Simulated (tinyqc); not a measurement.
# Undoped gate-all-around wire MOSFET, analytic charge model, step by step

Computed by the program tinyqc: `OMP_NUM_THREADS=1 python tinyqc.py 2460116 2460117 out.jsonl`, one thread of a shared Intel Xeon 2.30GHz, about 0.03 s for the whole run. Printed values are rounded.

An undoped round wire of radius R under an insulator shell and a surrounding gate; long channel, electrons only, n = ni exp((psi - V)/Vt) with V the quasi-Fermi potential (0 at the source, Vd at the drain), constant mobility, no quantisation. The radial Poisson equation gives n(r) = n(0)/(1 - (1 - b) r^2/R^2)^2 with b = Q0/(Q + Q0). Q is the electron charge per area of the wire surface.

Values chosen for this exercise; material values those of a made-up semiconductor: temperature T = 250 K; band gap Eg = 0.871 eV; relative permittivity of the semiconductor eps_r = 8.82; conduction-band density of states at T Nc = 1.96e19 cm^-3; valence-band density of states at T Nv = 1.92e19 cm^-3; relative permittivity of the gate insulator eox = 22.9; insulator thickness tox = 5.2 nm; wire radius R = 6 nm; gate work function less that of the intrinsic body dphi = 0.06 V; channel mobility mu = 190 cm^2/(V s); gate length L = 0.1 um; gate voltage Vg = 1.08 V; drain voltage Vd = 0.5 V.

Constants: q = 1.602176634e-19 C, kB = 1.380649e-23 J/K, Vt = kB T/q, eps0 = 8.8541878128e-14 F/cm where lengths are in cm. Results are converted to the units shown.

Range of the model: In a wire this thin, quantum confinement raises the threshold; it is left out. The surface density at the source passes 0.3 Nc, where Boltzmann statistics fail. mu V/L, with V the smaller of Vd and Vg - V0, passes 3e6 cm/s, so velocity saturation, left out here, would lower the current.

## Constants of the wire

ni = sqrt(Nc Nv) exp(-Eg/(2 Vt)), Eg in volts; Cox = eps0 eox/(R ln(1 + tox/R)); Q0 = 4 eps0 eps_r Vt/R; V0 = dphi + Vt ln[8 eps0 eps_r Vt/(q ni R^2)].

ni = 3.22467e10 cm^-3
Cox = 5.41428 uF/cm^2
Q0 = 112.160 nC/cm^2
V0 = 0.449874 V

## Iteration 1: charge at the source by Newton steps

Q at the start = 11 nC/cm^2

With V = 0: f = Q/Cox + Vt ln(Q/Q0) + Vt ln(1 + Q/Q0) - (Vg - V0); f' = 1/Cox + Vt/Q + Vt/(Q + Q0); Q(new) = Q - f/f'.

f = -0.676103 V
f' = 0.00231810 V cm^2/nC
Q after iteration 1 = 302.662 nC/cm^2

## Iteration 2: charge at the source by Newton steps

As before.

f = -0.524662 V
f' = 3.07810e-4 V cm^2/nC
Q after iteration 2 = 2007.16 nC/cm^2

## Course of the iteration: charge at the source by Newton steps

Stop when Q changes by less than 1e-8 nC/cm^2, or after 40 iterations.

Course of the iteration:

| iteration | Q (nC/cm^2) | \|change\| (nC/cm^2) |
|---|---|---|
| 1 | 302.662 | 292 |
| 2 | 2007.16 | 1700 |
| 3 | 2658.70 | 652 |
| 4 | 2667.60 | 8.90 |
| 5 | 2667.60 | 1.15e-3 |
| 6 | 2667.60 | < 1e-10 |

Converged in 6 iterations. At the end the number of correct digits about doubles with each step.

## Drain current and line charge

Qs = 2667.60 nC/cm^2
Qd = 386.304 nC/cm^2

Q solves Vg - V0 - V = Q/Cox + Vt ln(Q/Q0) + Vt ln(1 + Q/Q0). I = mu (2 pi R/L)[2 Vt (Qs - Qd) + (Qs^2 - Qd^2)/(2 Cox) + Vt Q0 ln((Qd + Q0)/(Qs + Q0))], with Qs at V = 0 and Qd at V = Vd. Electrons per length at the source: 2 pi R Qs/q; surface over centre density: (1 + Qs/Q0)^2.

first term = 7.04059 uA
second term = 46.0840 uA
third term = -0.297446 uA
I = 52.8271 uA
electrons per length = 6.27684 1/nm
surface over centre density = 614.237

The square-law term makes up 87.2 % of the current.
